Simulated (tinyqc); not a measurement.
Stress from a rosette of three resistors.

Question. In the (001) plane dR/R(0) = p11 sxx + p12 syy, dR/R(90) = p12 sxx + p11 syy and dR/R(45) = (p11 + p12)(sxx + syy)/2 + p44 sxy. Find the three stresses.

Parameters, values chosen for the exercise: piezoresistive coefficient p11 = 7.03 x 1e-11/Pa; piezoresistive coefficient p12 = -1.11 x 1e-11/Pa; piezoresistive coefficient p44 = 133 x 1e-11/Pa.

dR/R at 0, 45 and 90 degrees (%): -1.5536300  -9.2936400  -0.27565000

Solution. The first and third give sxx and syy; the 45-degree value less their mean is p44 sxy.

sxx = -233 MPa
syy = -76.0 MPa
sxy = -63.0 MPa

tinyqc, about 0.01 s, one thread, Intel Xeon 2.30GHz (shared host): `OMP_NUM_THREADS=1 python tinyqc.py 2530056 2530057 out.jsonl`
